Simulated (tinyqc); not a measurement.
Inside a calculation. Model: AlGaN/GaN HEMT with access regions, lumped model.

Numbers from tinyqc (`OMP_NUM_THREADS=1 python tinyqc.py 2570030 2570031 out.jsonl`; about 0.02 s on one thread of a shared Intel Xeon 2.30GHz). Printed values are rounded.

A polarisation-induced electron sheet under a Schottky gate, in series with two ungated access regions and contacts. Drift law v = mu E/(1 + mu E/vs) under the gate. Currents in mA/mm, resistances in ohm mm. No self-heating, no channel-length modulation; fits for polarisation, barrier and offset are chosen for the exercise.

Values chosen for this exercise; values close to those of AlGaN/GaN structures:
- x = 0.33 (aluminium share of the barrier)
- d = 18 nm (barrier thickness)
- eps_r = 9.4 (relative permittivity of barrier and channel)
- mu = 1700 cm^2/(V s) (channel mobility)
- vs = 1.1e7 cm/s (saturation velocity)
- Lg = 0.15 um (gate length)
- Ls = 1 um (source access length)
- Ld = 12 um (drain access length)
- Rc = 0.51 ohm mm (resistance of each contact)
- ft = 0 (share of the drain-access electrons removed by traps)
- Vg = 0.5 V (gate voltage)
- Ec = 2.8 MV/cm (critical field)
- te = 0.5 um (depth over which the depleted charge spreads)
- tf = 100 nm (insulator under the field plate)
- ei = 7.5 (relative permittivity of that insulator)

Constants: q = 1.602176634e-19 C, eps0 = 8.8541878128e-14 F/cm where lengths are in cm. Results are converted to the units shown.

## Polarisation charge, threshold and sheet resistance

sigma = (5e13 x + 1.6e13 x^2) cm^-2, phiB = 0.84 + 1.3 x, dEc = 0.7 (1.71 x + x^2) in volts, Cb = eps0 eps_r/d, VT = phiB - dEc - q sigma/Cb, access density n0 = -Cb VT/q. Rsh = 1/(q mu n0); largest access current q n0 vs.

sigma = 1.82424e13 cm^-2
Cb = 0.462385 uF/cm^2
VT = -5.52328 V
n0 = 1.59401e13 cm^-2
Rsh = 230.330 ohm
q n0 vs = 2809.27 mA/mm

## On-resistance and breakdown

sigma = (5e13 x + 1.6e13 x^2) cm^-2, phiB = 0.84 + 1.3 x, dEc = 0.7 (1.71 x + x^2) in volts, Cb = eps0 eps_r/d, VT = phiB - dEc - q sigma/Cb, access density n0 = -Cb VT/q. Ron = 2 Rc + Ls/(q mu n0) + Ld/(q mu (1 - ft) n0) + Lg/(mu Cb (Vg - VT)). Off state: a depleted stretch that holds the voltage V has the peak field sqrt(k V), k = 2 q n0/(eps0 eps_r te), so one edge holds V1 = Ec^2/k. The sheet under the plate pinches off at Vf = q n0 (1/Cb + tf/(eps0 ei)); beyond it the gate edge is screened. BV = V1 if Vf >= V1, else Vf + V1, and at most Ec Ld. Specific resistance Ron (Ls + Lg + Ld); figure of merit BV^2 over it.

Ron = 4.04597 ohm mm
Vf = 43.9816 V
V1 = 63.8751 V
BV = 107.857 V
specific resistance = 0.532045 mohm cm^2
figure of merit = 21.8649 MW/cm^2

The plate raises BV by a factor of 1.69.
